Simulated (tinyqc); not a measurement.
Spin coating of a resist or spin-on film: centrifugal thinning, evaporation and the final thickness (Emslie and Meyerhofer models): one step, computed by the program tinyqc.

A Newtonian film stays uniform over the wafer; solvent and solids have the same density and the concentration is uniform through the thickness.

Task: Thinning without evaporation. dh/dt = -K h^3 gives h = h0/sqrt(1 + 2 K h0^2 t); for long times h = 1/sqrt(2 K t).

Inputs (values chosen for the exercise, of the order of those of a polymer resist in an ester solvent): starting thickness h0 = 300 micrometre; time t = 3.6 s.

flow constant K = 1.384024e-04 1/(micrometre^2 s)

Give: h(t) without evaporation; long-time form; time 1/(2 K h0^2).

Result:

h(t) without evaporation = 31.50 micrometre

long-time form = 31.68 micrometre

time 1/(2 K h0^2) = 0.04014 s

The long-time form is within 0.56 %: the starting thickness is forgotten.
